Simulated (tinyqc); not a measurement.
# From one set of inputs to another, one input at a time

Model: grain growth, pinning, strength and diffusional creep of a polycrystal or thin film. Computed by tinyqc, a small Python program. Command: `OMP_NUM_THREADS=1 python tinyqc.py 3004253 3004254 out.jsonl grain ladder`. One thread of a shared host (Intel(R) Xeon(R) Processor @ 2.30GHz), about 0.01 s of CPU time with the checks.

One mean grain size d describes the structure.

The inputs printed are set A. Set A is modelled on aluminium; the values taken over come from a set modelled on gold. Inputs not listed in the table keep their values of set A, so the rows need not describe a real material.

Inputs (values chosen for the exercise, modelled on aluminium): atomic volume Omega = 16.59 angstrom^3; boundary energy gamma = 0.35 J/m^2; mobility prefactor M0 = 1.3e-05 m^4/(J s); activation energy of boundary motion Q_m = 1.07 eV; anneal temperature T = 398 K; anneal time t = 22000 s; initial grain size d0 = 31 nm; particle volume fraction f = 0.0073; particle radius r = 2.7 nm; lattice diffusion energy Q_l = 1.52 eV; boundary diffusion energy Q_b = 0.812 eV; lattice prefactor D0 = 6.4e-05 m^2/s; boundary prefactor delta D0b = 1.1e-14 m^3/s; applied stress sigma = 20 MPa; service temperature T_c = 311 K.

Sample: bulk.

Constants: k_B = 8.617333262e-05 eV/K; k_B = 1.380649e-23 J/K.

Method:
- M = M0 exp(-Q_m/(k_B T)). The driving pressure is 2 gamma/d. Zener pinning pressure 3 f gamma/(2 r) stops growth at d_Z = 4 r/(3 f). The limit is d_lim = d_Z.
- dd/dt = 2 M gamma (1/d - 1/d_lim) integrates to 2 M gamma t = d_lim (d0 - d) + d_lim^2 ln[(d_lim - d0)/(d_lim - d)]; without pinning d^2 = d0^2 + 4 M gamma t.
- Nabarro-Herring rate = 14 sigma Omega D_l/(k_B T d^2), D_l = D0 exp(-Q_l/(k_B T)); Coble rate = 14 pi sigma Omega delta D_b/(k_B T d^3), delta D_b = delta D0b exp(-Q_b/(k_B T)); they are equal at d_x = pi delta D_b/D_l.

Each row keeps all changes above it:
```
input moved                            from       to  grain size d (nm)  limit d_lim (nm)  time to 1 % strain (s)
set A                                     -        -             102.79             493.2              4.1849e+03
boundary energy gamma (J/m^2)          0.35     0.41             109.94             493.2              5.1197e+03
boundary diffusion energy Q_b (eV)    0.812    0.867             109.94             493.2              3.9859e+04
initial grain size d0 (nm)               31       92             136.35             493.2              7.6051e+04
particle radius r (nm)                  2.7      7.8             143.51            1424.7              8.8665e+04
applied stress sigma (MPa)               20      110             143.51            1424.7              1.6121e+04
service temperature T_c (K)             311      528             143.51            1424.7              4.6019e-02
mobility prefactor M0 (m^4/(J s))   1.3e-05  4.4e-05             219.30            1424.7              1.6419e-01
```

Which inputs carry the difference?

Grain size d goes from 103 to 219, a factor 2.13 in all. The largest single move comes from mobility prefactor M0 (a factor 1.53). Limit d_lim goes from 493 to 1420, a factor 2.89 in all. The largest single move comes from particle radius r (a factor 2.89). Time to 1 % strain goes from 4180 to 0.164, a factor 3.92e-5 in all. The largest single move comes from service temperature T_c (a factor 2.85e-6), and boundary diffusion energy Q_b works against it (a factor 7.79). The single moves hold for this order of the switches; the total does not depend on the order.

Caution (rows applied stress sigma, service temperature T_c, mobility prefactor M0): sigma Omega is not small against k_B T, as the linear creep laws assume. Caution (rows service temperature T_c, mobility prefactor M0): T_c is above the anneal temperature, so the grains would go on growing in service.

Extremes, crossings and ranges named in words are read from the listed rows.
